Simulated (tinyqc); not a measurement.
Empirical pseudopotential in a few plane waves, step by step. One step of it, computed by the program tinyqc.

Problem. Bloch Hamiltonian at k. Basis: the 15 shortest G (labels in 2 pi/a), the same at every k. H(G,G') = c |k + G|^2 delta + VS(|G-G'|^2) cos((G-G').tau) + i VA sin((G-G').tau), tau = a/8 (1,1,1); 1 Ry = 13.605693 eV.

Parameters chosen for this model: fcc lattice, atoms at +/- a/8 (1,1,1); form factors in rydberg at |G|^2 in units of (2 pi/a)^2:
```
parameter                 value      unit
a                      5.200000  angstrom
VS(3)                 -0.257000        Ry
VS(8)                  0.048000        Ry
VS(11)                 0.084000        Ry
VA(3)                  0.046000        Ry
VA(4)                  0.024000        Ry
VA(11)                 0.004000        Ry
hbar^2/2m (2 pi/a)^2   5.562576        eV
```

k point k (2 pi / a): -0.530000  -0.580000  0.120000

Give: H(k) at k.

Solution.

H(k) at k (eV), lower triangle (Hermitian):
```
                 +0+0+0           -1-1-1           -1-1+1           -1+1-1
+0+0+0           3.5139
-1-1-1   2.4725-0.4426i          31.2155
-1-1+1  -2.4725-0.4426i   0.0000+0.3265i          33.8855
-1+1-1  -2.4725-0.4426i   0.0000+0.3265i           0.6531          18.3103
-1+1+1  -2.4725+0.4426i          -0.6531   0.0000+0.3265i   0.0000+0.3265i
+1-1-1  -2.4725-0.4426i   0.0000+0.3265i           0.6531           0.6531
+1-1+1  -2.4725+0.4426i          -0.6531   0.0000+0.3265i           0.0000
+1+1-1  -2.4725+0.4426i          -0.6531           0.0000   0.0000+0.3265i
+1+1+1   2.4725+0.4426i           0.0000          -0.6531          -0.6531
-2+0+0   0.0000-0.3265i  -2.4725+0.4426i  -2.4725-0.4426i  -2.4725-0.4426i
+0-2+0   0.0000-0.3265i  -2.4725+0.4426i  -2.4725-0.4426i   0.8081-0.0385i
+0+0-2   0.0000-0.3265i  -2.4725+0.4426i   0.8081-0.0385i  -2.4725-0.4426i
+0+0+2   0.0000+0.3265i  -0.8081-0.0385i   2.4725+0.4426i  -0.8081+0.0385i
+0+2+0   0.0000+0.3265i  -0.8081-0.0385i  -0.8081+0.0385i   2.4725+0.4426i
+2+0+0   0.0000+0.3265i  -0.8081-0.0385i  -0.8081+0.0385i  -0.8081+0.0385i

                 -1+1+1           +1-1-1           +1-1+1           +1+1-1
-1+1+1          20.9804
+1-1-1           0.0000          19.4228
+1-1+1           0.6531   0.0000+0.3265i          22.0929
+1+1-1           0.6531   0.0000+0.3265i           0.6531           6.5177
+1+1+1   0.0000+0.3265i          -0.6531   0.0000+0.3265i   0.0000+0.3265i
-2+0+0   2.4725-0.4426i   0.8081-0.0385i  -0.8081-0.0385i  -0.8081-0.0385i
+0-2+0  -0.8081-0.0385i  -2.4725-0.4426i   2.4725-0.4426i  -0.8081-0.0385i
+0+0-2  -0.8081-0.0385i  -2.4725-0.4426i  -0.8081-0.0385i   2.4725-0.4426i
+0+0+2  -2.4725+0.4426i  -0.8081+0.0385i  -2.4725+0.4426i   0.8081+0.0385i
+0+2+0  -2.4725+0.4426i  -0.8081+0.0385i   0.8081+0.0385i  -2.4725+0.4426i
+2+0+0   0.8081+0.0385i   2.4725+0.4426i  -2.4725+0.4426i  -2.4725+0.4426i

                 +1+1+1   -2+0+0   +0-2+0   +0+0-2
+1+1+1           9.1877
-2+0+0  -0.8081+0.0385i  37.5568
+0-2+0  -0.8081+0.0385i   0.6531  38.6694
+0+0-2  -0.8081+0.0385i   0.6531   0.6531  23.0941
+0+0+2  -2.4725-0.4426i  -0.6531  -0.6531   0.0000
+0+2+0  -2.4725-0.4426i  -0.6531   0.0000  -0.6531
+2+0+0  -2.4725-0.4426i   0.0000  -0.6531  -0.6531

         +0+0+2   +0+2+0   +2+0+0
+0+0+2  28.4342
+0+2+0   0.6531  12.8590
+2+0+0   0.6531   0.6531  13.9715
```
